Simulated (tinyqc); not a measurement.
Disorder broadening of a one-dimensional band in the self-consistent Born approximation: one step of the calculation.

The local Green function is G = g0(z - Sigma) with z = E + i eta and g0(z) = 1/(sqrt(z - 2t) sqrt(z + 2t)), principal roots; the self-energy is Sigma = D G. The density of states is -Im G/pi.

Problem. Born step. G = g0(z - Sigma), Sigma(out) = D G, Sigma(new) = Sigma + mix (Sigma(out) - Sigma).

Values chosen for this exercise:
- t = 0.6 eV (hopping)
- D = 0.027 eV^2 (variance of the random site energy)
- eta = 0.018 eV (bare broadening)
- E = 0.181 eV (energy from the band centre)
- mix = 0.3 (mixing)

Sigma at the start = 0.0000000+0.0000000i eV

Find: G; Sigma(out); Sigma after iteration 1.

Solution.

G = 0.00195-0.84287i 1/eV
Sigma(out) = 0.000053-0.022758i eV
Sigma after iteration 1 = (0.0158-6.8273i) x 1e-3 eV

Sigma(out) of this first step, from Sigma = 0, is the plain (first) Born approximation.

Range of the model: The self-consistent Born approximation misses band tails from rare fluctuations and localisation.

Program tinyqc, `OMP_NUM_THREADS=1 python tinyqc.py 2720107 2720108 out.jsonl`; Intel Xeon 2.30GHz, shared host, one thread, about 0.02 s.
